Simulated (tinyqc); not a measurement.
# Diffusion length from constant photovoltage

Question. In a thick sample with a thin depletion layer the excess density at its edge goes as flux/(1/alpha + L), so the flux needed for a fixed surface photovoltage is proportional to 1/alpha + L. Find L.

photon flux for the same photovoltage at absorption coefficients 64 and 1800 1/cm (relative units): 306.25000  155.55556

Solution. The line of flux against 1/alpha meets zero at -L.

slope against 1/alpha = 1.00 1/um
L = 150 um

Program tinyqc, `OMP_NUM_THREADS=1 python tinyqc.py 2430111 2430112 out.jsonl`; Intel Xeon 2.30GHz, shared host, one thread, about 0.01 s.
